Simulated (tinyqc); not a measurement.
Surface potential of a MOS transistor: implicit equation and explicit approximations: two steps of the calculation.

p-type body, charge-sheet picture, depletion and inversion only, full ionisation (an idealisation for deep acceptors), Boltzmann statistics (rough once Na exp(x - xn) passes about Nc/7). In units of Vt: xg = (Vg - Vfb)/Vt, x = psi/Vt, G = gamma/sqrt(Vt), xn = (2 phiF + Vc)/Vt. The implicit equation is (xg - x)^2 = G^2 [x - 1 + exp(x - xn)] for x above about 3. Cox = eps0 eox/tox.

Values chosen for this exercise; band and dielectric values close to those of silicon:

| symbol | value | unit | meaning |
|---|---|---|---|
| T | 300 | K | temperature |
| eox | 3.9 |  | relative permittivity of the gate insulator (close to silicon dioxide) |
| tox | 24 | nm | insulator thickness |
| Vc | 0 | V | channel-body voltage |

Constants: q = 1.602176634e-19 C, kB = 1.380649e-23 J/K, Vt = kB T/q, eps0 = 8.8541878128e-14 F/cm where lengths are in cm. Results are converted to the units shown.

Question 1. New x. D = exp(x - xn), f = (xg - x)^2 - G^2 (x - 1 + D), f' = -2 (xg - x) - G^2 (1 + D), x(new) = x - f/f'.

x after iteration 2 = 31.897873
G = 5.7626371
xn = 30.505035
xg = 65.758936

Find: D; f; f'; x after iteration 3.

Answer 1.

D = 4.0263
f = -13.189
f' = -234.63
x after iteration 3 = 31.842

Question 2. Potential, charges and gate control. psi = Vt x; N_dep = Cox Vt G sqrt(x - 1)/q; N_inv = (Cox Vt G/q) [sqrt(x - 1 + exp(x - xn)) - sqrt(x - 1)]; dpsi/dVg = 1/[1 + G^2 (1 + exp(x - xn))/(2 (xg - x))].

converged x = 31.840766
G = 5.7626371
xn = 30.505035
xg = 65.758936

Give: psi; N_dep; N_inv; dpsi/dVg.

Answer 2.

psi = 0.82315 V
N_dep = 7.4297e11 cm^-2
N_inv = 4.4474e10 cm^-2
dpsi/dVg = 0.29841

psi lies 1.3 Vt above 2 phiF + Vc.

Computed by the program tinyqc: `OMP_NUM_THREADS=1 python tinyqc.py 2122024 2122025 out.jsonl`, one thread of a shared Intel Xeon 2.30GHz, about 0.01 s for the whole run.
